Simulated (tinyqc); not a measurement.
Barrier height from two thicknesses.

Inverse problem. Through a thick flat barrier T = c exp(-2 kappa t) with a prefactor c that does not depend on t, and kappa = sqrt(m1 phi1/C), C = hbar^2/(2 m0). Find kappa, the decades lost for each nanometre, c and phi1.

Parameters, values chosen for the exercise: tunnelling mass of layer 1 m1 = 0.25 m0.

Constants: q = 1.602176634e-19 C, hbar = 1.054571817e-34 J s, m0 = 9.1093837015e-31 kg, hbar^2/(2 m0) = 0.0380998212 eV nm^2. Results are converted to the units shown.

T at t = 0.8 and 1.9 nm: [0.021201891, 2.3393647e-5]

Answer. The ratio of the two values removes c: kappa = ln(T_a/T_b)/(2 (t_b - t_a)).

kappa = 3.10 1/nm
decades a nanometre = 2.69
c = 3.00
phi1 = 1.46 eV

Numbers from tinyqc (`OMP_NUM_THREADS=1 python tinyqc.py 2540091 2540092 out.jsonl`; about 0.02 s on one thread of a shared Intel Xeon 2.30GHz).
